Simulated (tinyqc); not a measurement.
# Inputs raised by 5 %, one at a time

Model: one anharmonic mode: perturbation theory, self-consistent phonons and exact levels. Computed by tinyqc, a small Python program. Command: `OMP_NUM_THREADS=1 python tinyqc.py 3024554 3024555 out.jsonl scp sens`. One thread of a shared host (Intel(R) Xeon(R) Processor @ 2.30GHz), about 0.06 s of CPU time with the checks.

V(x) = k x^2/2 + b x^4 for one coordinate x of mass M. A constant K > 0 gives hbar Omega = sqrt((hbar^2/u) K/M) with K in eV/angstrom^2 and M in u.

Inputs (values chosen for the exercise, for a model mode):
```
quantity,value,unit
mode mass M,30.1,u
harmonic constant k,8.82,eV/angstrom^2
quartic constant b,86.3,eV/angstrom^4
temperature T,720,K
mixing,0.7,-
```

Shape: single well.

Constants: hbar^2/u = 4.18015928e-03 eV angstrom^2; k_B = 8.617333262e-05 eV/K.

Method:
- Self-consistent phonon, centred at x = 0: K = k + 12 b <x^2>, <x^2> = (hbar Omega/(2K)) coth(hbar Omega/(2 k_B T)).
- Start at K = |k|; K(new) = K + mixing x (K_out - K), but at least K/20; stop when |K_out - K| < 1e-9 |k| or after 90 steps.
- Its free energy is F = k_B T ln[2 sinh(hbar Omega/(2 k_B T))] + (k - K)<x^2>/2 + 3 b <x^2>^2, an upper bound to the exact one.
- Basis: oscillator states n of the constant |k|, with x = s (a + a+), s^2 = hbar Omega/(2|k|); H = hbar Omega (n + 1/2) + (k - |k|) x^2/2 + b x^4, with exact matrix elements of x^2 and x^4.
- Exact values use 120 basis states: F = -k_B T ln sum exp(-E_n/(k_B T)), and <x^2> is the Boltzmann mean.

Runs:
```
input moved,from,to,self-consistent quantum (meV),self-consistent <x^2> (angstrom^2),E_1 - E_0 (meV),exact <x^2> (angstrom^2)
base run,-,-,43.621,0.0047134,38.410,0.0048805
mode mass M (u),30.1,31.605,42.559,0.0047069,37.416,0.0048743
harmonic constant k (eV/angstrom^2),8.82,9.261,44.144,0.0046067,39.145,0.0047584
quartic constant b (eV/angstrom^4),86.3,90.615,43.907,0.0046546,38.556,0.0048253
temperature T (K),720,756,43.885,0.0048741,38.410,0.0050540
```

Exponents ln(y'/y) / ln(x'/x):
```
input,self-consistent quantum,self-consistent <x^2>,E_1 - E_0,exact <x^2>
mode mass M,-0.505,-0.028,-0.538,-0.026
harmonic constant k,0.244,-0.469,0.388,-0.519
quartic constant b,0.134,-0.257,0.078,-0.233
temperature T,0.124,0.687,0.000,0.716
```

Which inputs matter most for each result?

Among the inputs moved here: self-consistent quantum answers most in size to mode mass M (exponent -0.505), next to harmonic constant k (+0.244). Its exponent -0.505 in mode mass M: the harmonic or classical law. Self-consistent <x^2> answers most in size to temperature T (exponent +0.687), next to harmonic constant k (-0.469). E_1 - E_0 answers most in size to mode mass M (exponent -0.538), next to harmonic constant k (+0.388); its exponent is below 0.0005 for temperature T. exact <x^2> answers most in size to temperature T (exponent +0.716), next to harmonic constant k (-0.519).
